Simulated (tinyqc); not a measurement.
Depth of the donor: donor near an oxide interface in a gate field (two-state model).

Interface at z = 0 (hard wall), donor at z = d, field F pulling electrons to the interface: potential e F z; 1 kV/cm = 1e-5 eV/angstrom, c = hbar^2/2m0, q = e^2/(4 pi eps0), Q = (eps - eo)/(eps + eo). Donor state: E_D = e F d - ED - q Q/(4 eps d), the last term joining the images of ion and electron. Interface state: z exp(-b z/2) exp(-rho^2/(2 L^2)) with E_z = c b^2/(4 mz) + 3 e F/b + q Q b/(8 eps), minimised over b; in the plane at z = 3/b the ion (distance D = d - 3/b) and its image (D' = d + 3/b) give E_rho = c/(mt L^2) - (q/eps)(sqrt(pi)/L)[erfcx(D/L) + Q erfcx(D'/L)], erfcx(x) = exp(x^2) erfc(x), minimised over L. E_I = E_z + E_rho.

The two states couple by t = t0 exp(-D/aD) with t0 = q/(eps aD) (2 aD/L) sqrt(aD b/2) v, v a valley factor; this form is an estimate. With detuning u = E_D - E_I the splitting is sqrt(u^2 + 4 t^2) and the lower state has weight (1 - u/sqrt(u^2 + 4 t^2))/2 on the donor.

Constants: hbar^2/2m0 = 3.80998211 eV angstrom^2; e^2/(4 pi eps0) = 14.39964547 eV angstrom.

Inputs chosen for the exercise (near those of a donor in Si below HfO2, static dielectric constants; shifted at random, so the results belong to these values and not to a real crystal):
- ED = 46.4 meV (bulk binding energy)
- mz = 0.926 m0 (mass across the interface)
- mt = 0.19 m0 (mass in the plane)
- eps = 11.3 (dielectric constant of the semiconductor)
- eo = 22 (dielectric constant of the oxide)
- aD = 21 angstrom (donor radius)
- v = 0.4 (valley factor)
- dl = (65, 90, 120, 155, 200, 250) angstrom (depths)

Critical field, and the coupling, E_rho and L at that field.

Results:
```
d (angstrom)  critical field (kV/cm)  e F d/ED  t (meV)  E_rho (meV)  L (angstrom)
65                             106.9     1.497      2.5       -10.69            67
90                              70.4     1.366     0.65        -7.89            85
120                             49.7     1.285     0.14        -6.01           105
155                             36.8     1.229    0.024        -4.71           127
200                             27.5     1.185   0.0025        -3.69           153
250                             21.4     1.153  0.00022        -2.98           181
```

What does the comparison show?

The critical field falls from 107 to 21 kV/cm, with exponent -1.19 in d, while t drops by a factor 1.1e+04, about e for each 20 angstrom at the end (aD = 21). One lattice plane (1.36 angstrom) of misplacement changes t by 6 % and the critical field by about 1.4 % at 120 angstrom.

(tinyqc, `OMP_NUM_THREADS=1 python tinyqc.py 1251679 1251680 out.jsonl`, Intel(R) Xeon(R) Processor @ 2.30GHz, 1 thread, shared host, about 0.07 s.)
